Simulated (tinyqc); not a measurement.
## Transfer-length model of a contact: effect of the contact resistivity

A metal contact of length d and width W on a thin layer of the same width. The metal has no resistance, the sheet resistance under it equals Rsh, and current enters the layer at the front edge x = 0.

Transfer length Lt = sqrt(rc/Rsh); front resistance Rc = (Rsh Lt/W) coth(d/Lt); end resistance Re = (Rsh Lt/W)/sinh(d/Lt).

Inputs (values chosen for the exercise):

| symbol | value | unit | meaning |
|---|---|---|---|
| Rsh | 3000 | ohm/sq | sheet resistance of the semiconductor layer |
| d | 0.009 | um | contact length |
| W | 2.2 | um | contact width |

Result of one run:

| rc (ohm cm^2) | Lt (um) | d/Lt | Rc W (ohm um) |
|---|---|---|---|
| 6.3e-9 | 0.01449 | 0.6211 | 78.78 |

What becomes of these results when the specific contact resistivity rc is changed from 6.3e-9 to 4.5e-7 ohm cm^2, all else the same?

Result of the changed run:

| rc (ohm cm^2) | Lt (um) | d/Lt | Rc W (ohm um) |
|---|---|---|---|
| 4.5e-7 | 0.1225 | 0.07348 | 5009 |

The whole series:

| rc (ohm cm^2) | Lt (um) | d/Lt | Rc W (ohm um) |
|---|---|---|---|
| 7.5e-10 | 0.005000 | 1.800 | 15.84 |
| 2.2e-9 | 0.008563 | 1.051 | 32.84 |
| 6.3e-9 | 0.01449 | 0.6211 | 78.78 |
| 1.8e-8 | 0.02449 | 0.3674 | 208.9 |
| 5.3e-8 | 0.04203 | 0.2141 | 597.9 |
| 1.5e-7 | 0.07071 | 0.1273 | 1676 |
| 4.5e-7 | 0.1225 | 0.07348 | 5009 |
| 1.3e-6 | 0.2082 | 0.04323 | 1.445e4 |

Rc W rises from 15.8 to 14500 ohm um, as rc^(0.68) between the first two rows (d/Lt = 1.8) and rc^(1.00) between the last two (d/Lt = 0.043); a long contact gives the power 1/2 and a short one 1. In 3 of the 8 rows Lt is below 20 nm, near the thickness of a real layer, where current spreads in depth and the line model fails.

Computed by the program tinyqc: `OMP_NUM_THREADS=1 python tinyqc.py 2760165 2760166 out.jsonl`, one thread of a shared Intel Xeon 2.30GHz, about 0.01 s for the whole run.
